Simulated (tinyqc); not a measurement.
What moves the results: Landau levels of bilayer graphene. A value that a table varies takes the place of the one given here.

Four-band model without bias: with w = sqrt(2) hv/l, E_N^2 = [g1^2 + (2N - 1) w^2 - sqrt(g1^4 + 2 (2N - 1) g1^2 w^2 + w^4)]/2 for N >= 2, and E = 0 for N = 0, 1. The two-band limit is hbar wc sqrt(N (N - 1)) with hbar wc = w^2/g1. Each level is fourfold; of the eight zero-energy states half belong to the electrons.

In a field B along z: l = 1/sqrt((e/hbar) B) is the magnetic length, n_B = B/(h/e) the number of states per area in one level, hbar wc = 2 muB B/m for mass m in m0; 1/angstrom^2 = 1e16/cm^2.

The zero level takes 4 n_B electrons and each higher level 4 n_B. At zero temperature and without broadening EF sits in the partly filled level.

Constants: e/hbar = 1.519267448e-05 1/(T angstrom^2); h/e = 413566.7697 T angstrom^2; muB = 5.788381798e-05 eV/T.

Values chosen for the exercise (near those of bilayer graphene; the results hold for these values, not for the real material):
```
symbol  value                                                        unit         meaning
hv      6.77                                                         eV angstrom  hbar v
g1      0.364                                                        eV           interlayer hopping
Bs      (2, 4, 6, 8, 10, 12, 15)                                     T            fields
n       2.8                                                          x 1e11/cm^2  electron sheet density
Bo      (0.489, 0.548, 0.623, 0.723, 0.861, 1.06, 1.39, 2.01, 3.62)  T            fields
B       5.4                                                          T            magnetic field
```

## The fan of levels

The four lowest levels against B, with their labels in order.

Levels (meV):
```
B (T),first,second,third,fourth,order
2.00,0.00,10.50,17.85,24.80,"0,1 2 3 4"
4.00,0.00,20.42,34.20,46.90,"0,1 2 3 4"
6.00,0.00,29.85,49.38,67.03,"0,1 2 3 4"
8.00,0.00,38.86,63.59,85.63,"0,1 2 3 4"
10.0,0.00,47.49,77.01,103.00,"0,1 2 3 4"
12.0,0.00,55.78,89.76,119.36,"0,1 2 3 4"
15.0,0.00,67.67,107.80,142.34,"0,1 2 3 4"
```

What can be read from the table?

The fourth level grows as B^0.92 over the first two rows and B^0.79 over the last two (1 for a parabolic band without a fixed offset such as a valley splitting, 1/2 for massless Dirac electrons). The order of the levels does not change. At the highest field level 2 lies at 67.7 meV, against 81.2 meV in the two-band limit.

## Oscillation of the Fermi level

Fixed density, zero temperature, no broadening. At B = 0, EF = sqrt(g1^2/4 + hv^2 pi n) - g1/2.

Filling:
```
B (T),nu,partly filled level,EF (meV),filled share
0.489,23.68,6,9.97,0.92
0.548,21.13,6,11.14,0.28
0.623,18.59,5,10.36,0.65
0.723,16.02,5,11.97,0.00
0.861,13.45,4,11.07,0.36
1.06,10.92,3,9.67,0.73
1.39,8.33,3,12.58,0.08
2.01,5.76,2,10.55,0.44
3.62,3.20,"0,1",0.00,0.80
```

EF at B = 0 = 10.76 meV

What does this show?

EF runs between 0.0 and 12.6 meV around its zero-field value of 10.8 meV. It follows a level while that level empties and falls to the next one down when nu passes a filled shell; the partly filled level changes 5 times in this table.

## What each parameter does

The second and third levels from below, nu = n/n_B, and EF. Each row changes one parameter from the base and keeps the others.

Results:
```
case,second level (meV),third level (meV),nu,EF (meV)
base,27.07,44.93,2.14,0.00
B = 4.59 T,23.25,38.79,2.52,0.00
hv = 8.12 eV angstrom,37.84,61.99,2.14,0.00
g1 = 0.437 eV,23.04,38.66,2.14,0.00
n = 2.38 x 1e11/cm^2,27.07,44.93,1.82,0.00
```

What can be read from the table?

The largest shifts from the base row, up to three for each result and ties (the steps differ in size, so this ranks the rows, not the parameters). second level (meV): hv +10.76, g1 -4.03, B -3.82; unchanged at the printed digits by n. third level (meV): hv +17.06, g1 -6.28, B -6.14; unchanged at the printed digits by n. nu: B +0.38, n -0.32; unchanged at the printed digits by hv and g1. EF (meV): unchanged at the printed digits by B, hv, g1 and n.

Computed by tinyqc, a small Python program: `OMP_NUM_THREADS=1 python tinyqc.py 1252428 1252429 out.jsonl` (the numbers bound the seed that draws the inputs); one thread of a shared host (Intel(R) Xeon(R) Processor @ 2.30GHz), about 0.03 s for the whole set of steps.
